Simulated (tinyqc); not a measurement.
Field-effect mobility of a thin-film transistor with band-tail and deep states (multiple trapping): one step, computed by the program tinyqc. Command: `OMP_NUM_THREADS=1 python tinyqc.py 3020188 3020189 out.jsonl tft walk`. One thread of a shared host (Intel(R) Xeon(R) Processor @ 2.30GHz), about 0.05 s of CPU time with the checks.

A thick film in accumulation at small drain voltage. Only free electrons move; trapped ones still screen the gate. N_c and mu_0 are held fixed when T changes, leaving out the T^(3/2) growth of N_c. x = E_0 - psi is the distance of the Fermi level below the band edge.

Task: Free and trapped densities. F_j(eta) = int_0^infinity x^j/(1 + exp(x - eta)) dx, without a gamma-function factor. Integrals over x = E/(k_B T) use 160 Gauss-Legendre points in u = sqrt(x) from 0 to sqrt(max(eta, 0) + 32). Free n(x) = N_c (2/sqrt(pi)) F_1/2(-x/k_B T), with F_1/2 from its two-term series in exp(-x/k_B T) for x >= 12 k_B T; tail n_t(x) = int_0^1.2eV g_t exp(-E/E_t)/(1 + exp((x - E)/k_B T)) dE, E counted down from the edge, 120 Gauss-Legendre points; space charge rho(psi) = n + n_t less its value at psi = 0.

Inputs (values chosen for the exercise, modelled on an amorphous In-Ga-Zn oxide):
```
quantity                           value         unit
effective density of states N_c  5.4e+18       1/cm^3
tail density at the edge g_t     1.5e+19  1/(eV cm^3)
tail width E_t                        36          meV
temperature T                        200            K
```

Deep states: none.

Constants: k_B = 8.617333262e-05 eV/K.

Give: Local densities at x = 0.4, 0.3, 0.2, 0.15, 0.1, 0.05, 0 and -0.05 eV.

Result:

Local densities at x = 0.4, 0.3, 0.2, 0.15, 0.1, 0.05, 0 and -0.05 eV:
```
x (eV)  n (1/cm^3)  n_t (1/cm^3)  n/(n + n_t)
0.40     4.496e+08     1.217e+13    3.696e-05
0.30     1.488e+11     1.956e+14    7.602e-04
0.20     4.927e+13     3.142e+15    1.544e-02
0.15     8.965e+14     1.254e+16    6.673e-02
0.10     1.629e+16     4.911e+16    2.491e-01
0.05     2.912e+17     1.762e+17    6.230e-01
0.00     4.132e+18     4.272e+17    9.063e-01
-0.05    2.325e+19     5.307e+17    9.777e-01
```

E_t/k_B T = 2.09: deep in the tail n_t follows exp(-x/E_t), more slowly than n, so the free share grows as the Fermi level rises.
